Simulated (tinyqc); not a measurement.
# Electron continuity equation in a given potential, Scharfetter-Gummel discretisation, step by step

Numbers from tinyqc (`OMP_NUM_THREADS=1 python tinyqc.py 2220061 2220062 out.jsonl`; about 0.01 s on one thread of a shared Intel Xeon 2.30GHz). Printed values are rounded.

Steady state in one dimension: J = q mu n E + q D dn/dx with E = -dpsi/dx and D = mu Vt, dJ/dx = 0, fixed densities nL and nR at the ends. The potential is given, psi = 0 for x < L/2 and U (2 x/L - 1) beyond, and is not changed by the electrons.

Parameters, values chosen for the exercise; mobility close to that of silicon at room temperature: temperature T = 450 K; electron mobility mu = 1340 cm^2/(V s); length of the region L = 0.11 um; density at x = 0 nL = 1.2e13 cm^-3; density at x = L nR = 2.2e14 cm^-3; potential difference psi(L) - psi(0) U = -0.27 V.

Constants: q = 1.602176634e-19 C, kB = 1.380649e-23 J/K, Vt = kB T/q. Results are converted to the units shown.

Range of the model: The drift velocity mu E exceeds 1e7 cm/s somewhere, where real mobilities no longer stay constant.

## Potential on the mesh

9 equal intervals, h = L/9; psi = 0 for x < L/2 and U (2 x/L - 1) beyond.

psi, node 0 to 9 (V): [0.000000, 0.000000, 0.000000, 0.000000, 0.000000, -0.030000, -0.090000, -0.150000, -0.210000, -0.270000]

## Bernoulli factors

d_i = (psi_(i+1) - psi_i)/Vt; B(d) = d/(exp(d) - 1), B(0) = 1. The flux on interval i is J_i = (q D/h) [n_(i+1) B(d_i) - n_i B(-d_i)].

```
interval       d_i   B(d_i)   B(-d_i)
0          0.00000        1         1
1          0.00000        1         1
2          0.00000        1         1
3          0.00000        1         1
4         -0.77363  1.43620  0.662568
5         -1.54727  1.96561  0.418337
6         -1.54727  1.96561  0.418337
7         -1.54727  1.96561  0.418337
8         -1.54727  1.96561  0.418337
```

The largest |d_i| is 1.55, below 2, so central differences would also keep densities positive.

## Tridiagonal system for the inner nodes

Row i (1 to 8): B(-d_(i-1)) n_(i-1) + b_i n_i + B(d_i) n_(i+1) = f_i with b_i = -B(-d_i) - B(d_(i-1)) and f_i = 0; the known end values are moved to the right: f_1 loses B(-d_0) nL and f_8 loses B(d_8) nR. h = L/9, D = mu Vt.

```
node  diagonal b  right side f (cm^-3)
1             -2               -1.2e13
2             -2                     0
3             -2                     0
4       -1.66257                     0
5       -1.85454                     0
6       -2.38394                     0
7       -2.38394                     0
8       -2.38394           -4.32433e14
```

## Densities and current

B(d_i) and B(-d_i) are the Bernoulli factors of the potential steps, b and f the diagonal and right side. Solve B(-d_(i-1)) n_(i-1) + b_i n_i + B(d_i) n_(i+1) = f_i (end values already in f), then J_i = (q D/h) [n_(i+1) B(d_i) - n_i B(-d_i)], h = L/9, D = mu Vt.

n, node 0 to 9 (cm^-3): [1.2e13, 3.50346e14, 6.88692e14, 1.02704e15, 1.36538e15, 8.65480e14, 3.56332e14, 2.47971e14, 2.24908e14, 2.2e14]
J, interval 0 to 8 (A/cm^2): [2304.68, 2304.68, 2304.68, 2304.68, 2304.68, 2304.68, 2304.68, 2304.68, 2304.68]

Without sources J is the same on every interval. Against a mesh 200 times finer the densities are off by at most 4.8 % of their local values.

## Three discretisations compared

9 equal intervals. Fluxes J_i = (q D/h)(n_(i+1) P_i - n_i Q_i), d_i = (psi_(i+1) - psi_i)/Vt: Scharfetter-Gummel P = B(d), Q = B(-d), B(d) = d/(exp(d) - 1); central P = 1 - d/2, Q = 1 + d/2; upwind P = 1 + max(-d, 0), Q = 1 + max(d, 0). Balance at each inner node: J_i - J_(i-1) = 0. The reference is Scharfetter-Gummel on 1800 intervals.

Densities (cm^-3):
```
node  Scharfetter-Gummel   central    upwind  reference
0               1.200e13  1.200e13  1.200e13   1.200e13
1               3.503e14  3.521e14  3.270e14   3.505e14
2               6.887e14  6.923e14  6.420e14   6.889e14
3               1.027e15  1.032e15  9.570e14   1.027e15
4               1.365e15  1.373e15  1.272e15   1.366e15
5               8.655e14  8.521e14  8.948e14   8.260e14
6               3.563e14  3.005e14  4.749e14   3.480e14
7               2.480e14  2.301e14  3.101e14   2.463e14
8               2.249e14  2.211e14  2.454e14   2.246e14
9               2.200e14  2.200e14  2.200e14   2.200e14
```

Largest errors as a share of the largest reference density listed: Scharfetter-Gummel 2.9 %, central 3.5 %, upwind 9.3 %. The largest |d| is 1.55. Upwinding stays positive but acts as if D were larger by the factor 1 + |d|/2, up to 1.77 here.
